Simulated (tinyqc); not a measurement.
Single-domain magnet: Stoner-Wohlfarth switching, Neel-Arrhenius retention, LLG dynamics and spin torque: one step, computed by the program tinyqc. Command: `OMP_NUM_THREADS=1 python tinyqc.py 3025345 3025346 out.jsonl macro walk`. One thread of a shared host (Intel(R) Xeon(R) Processor @ 2.30GHz), about 0.01 s of CPU time with the checks.

The moment is uniform, with unit vector m; z is the easy axis. mu_0 = 1.25663706212e-6 T m/A, gamma = 1.76085963023e11 rad/(s T).

Question. Barrier in a tilted field. Energy over K_eff V: e(theta) = sin^2(theta) + 2 h cos(theta - psi) for m at the angle theta from +z and a field that points at psi from -z (it pulls m away from +z towards negative theta); h_sw = (cos^(2/3) psi + sin^(2/3) psi)^(-3/2). The metastable minimum and the saddle are the two roots of e'(theta) = sin(2 theta) - 2 h sin(theta - psi) on either side of theta_c = -arctan(tan^(1/3) psi).

Inputs (values chosen for the exercise, for a model magnet): temperature T = 300 K; field angle psi from the easy axis = 10 degrees; reversing field h = H/H_K = 0.26.

Shape: thin disc, easy axis normal to it.

stability factor Delta = 178.5728

Give: switching field h_sw; minimum theta; saddle theta; barrier / (K_eff V); barrier / (k_B T).

Answer.

switching field h_sw = 0.67381

minimum theta = -3.4815 degrees

saddle theta = -74.417 degrees

barrier / (K_eff V) = 0.46907

barrier / (k_B T) = 83.762

The form (1 - h/h_sw)^n reproduces this barrier with n = 1.553; n is 2 for a field on the axis, and the approach to h_sw has the exponent 3/2 off the axis. Caution: a flat cylinder has a smaller N_z than the spheroid of the same t/d, so K_eff of a real disc is larger. Caution: a domain wall can cross the element at lower cost, so the single-domain barrier is an upper bound.
